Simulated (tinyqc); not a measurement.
Transistor under a ferroelectric capacitor (negative capacitance), static model: two steps of the calculation.

A ferroelectric film of thickness tf lies between the gate and an inner metal at potential v, which drives an ordinary transistor. One domain, P = Q (background permittivity neglected): Vg = v + tf (2 al Q + 4 be Q^3), al = -3 sqrt(3) Ec/(4 Pr), be = 3 sqrt(3) Ec/(8 Pr^3). Gate charge Q(v) = Qi + Cp v with the channel charge Qi = Cox n Vt ln(1 + exp((v - VT)/(n Vt))). Q in uC/cm^2, E in kV/cm; 1 nm times 1 kV/cm is 1e-4 V. Domains, leakage and the switching time are left out.

Values chosen for this exercise; Pr and Ec close to those of hafnium oxide based films: temperature T = 250 K; capacitance of the inner oxide Cox = 1.7 uF/cm^2; overlap capacitance per gate area Cp = 1.12 uF/cm^2; threshold of the inner transistor VT = 0.34 V; subthreshold factor of the inner transistor n = 1.19; ferroelectric thickness tf = 3.9 nm; gate voltage Vg = 0.36 V.

Constants: q = 1.602176634e-19 C, kB = 1.380649e-23 J/K, Vt = kB T/q. Results are converted to the units shown.

Task 1. Gate voltage against inner potential. Q(v) and Vg(v) as above. C = dQ/dv = Cox/(1 + exp(-(v - VT)/(n Vt))) + Cp; dVg/dv = 1 + C tf (2 al + 12 be Q^2); gain = dv/dVg.

```
point,v (V)
0,0
1,0.1
2,0.2
3,0.3
4,0.4
5,0.5
6,0.6
7,0.7
8,0.8
```

al = -162.37976 kV cm/uC
be = 1.2685919 kV cm^5/uC^3

Give: Q; C; Vg; dVg/dv.

Result 1.

```
point,Q (uC/cm^2),C (uF/cm^2),Vg (V),dVg/dv
0,0.0000,1.1200,0.00000,0.85814
1,0.1120,1.1201,0.08582,0.85821
2,0.2242,1.1272,0.17163,0.85757
3,0.3443,1.4151,0.25647,0.82176
4,0.5540,2.6707,0.33017,0.66661
5,0.8321,2.8167,0.39575,0.65483
6,1.1140,2.8199,0.46164,0.66361
7,1.3960,2.8200,0.52857,0.67546
8,1.6780,2.8200,0.59682,0.68997
```

dVg/dv is positive at all listed points; its smallest value, 0.655, means a gain of 1.53. Minimising dVg/dv over v puts the thickness at which the fold first appears at 11.3 nm.

Task 2. Inner potential by Newton steps. f = v + tf (2 al Q + 4 be Q^3) - Vg, f' = 1 + C tf (2 al + 12 be Q^2) with C = Cox/(1 + exp(-(v - VT)/(n Vt))) + Cp; v(new) = v - f/f'.

v after iteration 1 = 0.44029234 V
al = -162.37976 kV cm/uC
be = 1.2685919 kV cm^5/uC^3

Wanted: Q; f; f'; v after iteration 2.

Result 2.

Q = 0.6645 uC/cm^2
f = -0.003288 V
f' = 0.6544
v after iteration 2 = 0.4453 V

tinyqc, about 0.02 s, one thread, Intel Xeon 2.30GHz (shared host): `OMP_NUM_THREADS=1 python tinyqc.py 2860035 2860036 out.jsonl`
